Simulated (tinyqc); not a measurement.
# From one set of inputs to another, one input at a time

Model: strain-driven roughening and islands of a mismatched epitaxial film. Computed by tinyqc, a small Python program. Command: `OMP_NUM_THREADS=1 python tinyqc.py 3008382 3008383 out.jsonl island ladder`. One thread of a shared host (Intel(R) Xeon(R) Processor @ 2.30GHz), about 0.01 s of CPU time with the checks.

Film and substrate share isotropic elastic constants; the film is coherent and biaxially strained.

The inputs printed are set A. Inputs not listed in the table keep their values of set A, so the rows need not describe a real material.

Inputs (values chosen for the exercise, for a model film):
```
quantity                                      value       unit
misfit |f|                                   0.0222          -
shear modulus G                                68.8        GPa
Poisson ratio nu                               0.25          -
surface energy gamma                           1.28      J/m^2
contact angle of the shallow shape theta_1     13.8    degrees
contact angle of the steep shape theta_2       29.1    degrees
facet energy of shape 1 over gamma           0.9991          -
facet energy of shape 2 over gamma            1.029          -
wetting energy gamma_s - gamma                 0.45      J/m^2
decay length of wetting delta                  0.49         nm
surface mobility D_s nu_s Omega^2/(k_B T)   1.9e-34  m^6/(J s)
```

Transport: surface diffusion.

Constants: e = 1.602176634e-19 C.

Method:
- M = 2 G (1 + nu)/(1 - nu); stress = M f; energy density w = M f^2.
- A ripple A cos(k x) has the surface chemical potential per volume [gamma k^2 - 2 (1 + nu) w k] A cos(k x), so k_c = 2 (1 + nu) w/gamma. With surface diffusion the amplitude grows at the rate q = B k^2 [2 (1 + nu) w k - gamma k^2], fastest at k_m = (3/4) k_c. B is the surface mobility.
- The surface energy depends on thickness as gamma + (gamma_s - gamma) exp(-h/delta). Its curvature adds W2 = (gamma_s - gamma) exp(-h/delta)/delta^2 to the restoring terms; the flat film is stable while W2 > (1 + nu)^2 w^2/gamma, which gives h_c = delta ln[(gamma_s - gamma) gamma/(delta^2 (1 + nu)^2 w^2)], or 0 if negative.
- Shallow faceted island (Tersoff form): E = 4 Gam V^(2/3) tan^(1/3)(theta) - 6 c V tan(theta), Gam = gamma [x/sin(theta) - 1/tan(theta)], x the facet energy over gamma, c = stress^2 (1 - nu)/(2 pi G).
- The barrier is the maximum of E, at V_c = [4 Gam/(9 c)]^3 / tan^2(theta) (1 GPa nm = 1 J/m^2).

Each row keeps all changes above it:
```
input moved                                           from      to  fastest wavelength (nm)  wetting-layer thickness h_c (nm)  barrier, shape 2 (eV)
set A                                                    -       -                   37.950                            2.3466                  99.58
Poisson ratio nu                                      0.25    0.31                   31.789                            2.1730                  69.87
shear modulus G (GPa)                                 68.8    28.8                   75.941                            3.0264                 398.76
decay length of wetting delta (nm)                    0.49    0.32                   75.941                            2.2491                 398.76
contact angle of the steep shape theta_2 (degrees)    29.1    33.9                   75.941                            2.2491                 461.28
misfit |f|                                          0.0222  0.0323                   35.874                            1.7692                 102.94
facet energy of shape 2 over gamma                   1.029  0.9871                   35.874                            1.7692                  50.64
wetting energy gamma_s - gamma (J/m^2)                0.45     0.5                   35.874                            1.8029                  50.64
```

Where does the difference come from?

Fastest wavelength goes from 38.0 to 35.9, a factor 0.945 in all. The largest single move comes from shear modulus G (a factor 2.39), but it runs against the net change; the largest move in the direction of the net change is misfit |f| (a factor 0.472). Wetting-layer thickness h_c goes from 2.35 to 1.80, a factor 0.768 in all. The largest single move comes from shear modulus G (a factor 1.39), but it runs against the net change; the largest move in the direction of the net change is decay length of wetting delta (a factor 0.743). barrier, shape 2 goes from 99.6 to 50.6, a factor 0.509 in all. The largest single move comes from shear modulus G (a factor 5.71), but it runs against the net change; the largest move in the direction of the net change is misfit |f| (a factor 0.223). The single moves hold for this order of the switches; the total does not depend on the order.

Extremes, crossings and ranges named in words are read from the listed rows.
